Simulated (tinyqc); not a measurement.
Worked calculation: plane-wave Kohn-Sham cycle with exchange-only LDA in a layered model solid. One step of it, computed by the program tinyqc.

Task: Iteration 1: potential. V_H(G) = 4 pi rho(G)/G^2 for G != 0 (uniform background); v_x = -(3 rho/pi)^(1/3); V = V_ext + V_H + v_x; Fourier components f(G_m) = (1/N) sum_j f(x_j) exp(-i G_m x_j).

A solid whose potential varies along x alone (atomic units):
```
parameter                      value
period a                   11.000000
cross-section of the cell  35.000000
electrons per cell                 2
grid points                       16
plane waves -n..n, n               2
k points                           3
V1 in V1 cos(2 pi x/a)     -0.330000
V2 in V2 cos(4 pi x/a)     -0.260000
```

density at the start, on the grid x_j = j a/N (e/bohr^3): 0.00519481  0.00519481  0.00519481  0.00519481  0.00519481  0.00519481  0.00519481  0.00519481  0.00519481  0.00519481  0.00519481  0.00519481  0.00519481  0.00519481  0.00519481  0.00519481

Give: Potentials on the grid; V(G_m), m = 0, 1, 2, ....

Result:

Potentials on the grid (hartree):
```
x          V_ext     V_H      v_x        V
0.0000   -0.5900  0.0000  -0.1705  -0.7605
0.6875   -0.4887  0.0000  -0.1705  -0.6593
1.3750   -0.2333  0.0000  -0.1705  -0.4039
2.0625    0.0576  0.0000  -0.1705  -0.1130
2.7500    0.2600  0.0000  -0.1705   0.0895
3.4375    0.3101  0.0000  -0.1705   0.1396
4.1250    0.2333  0.0000  -0.1705   0.0628
4.8125    0.1210  0.0000  -0.1705  -0.0495
5.5000    0.0700  0.0000  -0.1705  -0.1005
6.1875    0.1210  0.0000  -0.1705  -0.0495
6.8750    0.2333  0.0000  -0.1705   0.0628
7.5625    0.3101  0.0000  -0.1705   0.1396
8.2500    0.2600  0.0000  -0.1705   0.0895
8.9375    0.0576  0.0000  -0.1705  -0.1130
9.6250   -0.2333  0.0000  -0.1705  -0.4039
10.3125  -0.4887  0.0000  -0.1705  -0.6593
```

V(G_m), m = 0, 1, 2, ... (hartree): -0.1705  -0.1650  -0.1300  0.0000  0.0000
